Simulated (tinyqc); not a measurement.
# Electron mobility in a silicon inversion layer, empirical terms and Matthiessen rule: effect of the reverse body bias

Inversion layer of sheet density Ns on a uniformly doped body. The mobility terms are empirical power laws with prefactors chosen for the exercise; adding their inverses (Matthiessen) is itself an approximation.

ni = sqrt(Nc Nv) exp(-Eg/(2 Vt)), Eg in volts; Ndep = sqrt(2 eps0 eps_r Nb (2 Vt ln(Nb/ni) + Vsb)/q); E = q (Ndep + eta Ns)/(eps0 eps_r), in MV/cm. With t = T/(300 K): muC = Ac (Ns/1e12 cm^-2) t/(Nb/1e17 cm^-3 + Nit/1e11 cm^-2), muP = Ap E^(-1/3) t^(-1.75), muS = As E^(-gs); 1/mu is the sum of the inverses.

Inputs (values chosen for the exercise); material values close to those of silicon: temperature T = 325 K; band gap Eg = 1.14 eV; relative permittivity of the semiconductor eps_r = 11.9; conduction-band density of states at T Nc = 3.12e19 cm^-3; valence-band density of states at T Nv = 3e19 cm^-3; body doping Nb = 7.3e16 cm^-3; weight of the inversion charge in the effective field eta = 0.5; phonon-limited mobility at 1 MV/cm and 300 K Ap = 457 cm^2/(V s); roughness-limited mobility at 1 MV/cm As = 1010 cm^2/(V s); exponent of the roughness term gs = 2; Coulomb prefactor Ac = 3700 cm^2/(V s); charge at the interface Nit = 4.7e11 cm^-2; inversion density Ns = 3.6e12 cm^-2.

Constants: q = 1.602176634e-19 C, kB = 1.380649e-23 J/K, Vt = kB T/q, eps0 = 8.8541878128e-14 F/cm where lengths are in cm. Results are converted to the units shown.

The same in every row: muC (cm^2/(V s)) = 2657.5.

Results:
```
Vsb (V)	E (MV/cm)	muP (cm^2/(V s))	muS (cm^2/(V s))	mu (cm^2/(V s))
0	0.40713	536.01	6093.5	415.62
0.4	0.43705	523.49	5287.6	403.93
1.2	0.48452	505.80	4302.3	386.73
1.6	0.50462	498.99	3966.3	379.87
2	0.52311	493.04	3690.9	373.77
2.4	0.54032	487.75	3459.5	368.25
```

Estimate the missing row, Vsb = 0.8 V.

Computed row:
```
Vsb (V)	E (MV/cm)	muP (cm^2/(V s))	muS (cm^2/(V s))	mu (cm^2/(V s))
0.8	0.46228	513.78	4726.1	394.60
```

With this row back in the table: As Vsb goes from 0 to 2.4 V, E rises from 0.407 to 0.540 MV/cm and mu falls from 416 to 368 cm^2/(V s). The phonon term is the smallest in the first and the last row.

Numbers from tinyqc (`OMP_NUM_THREADS=1 python tinyqc.py 2510110 2510111 out.jsonl`; about 0.01 s on one thread of a shared Intel Xeon 2.30GHz).
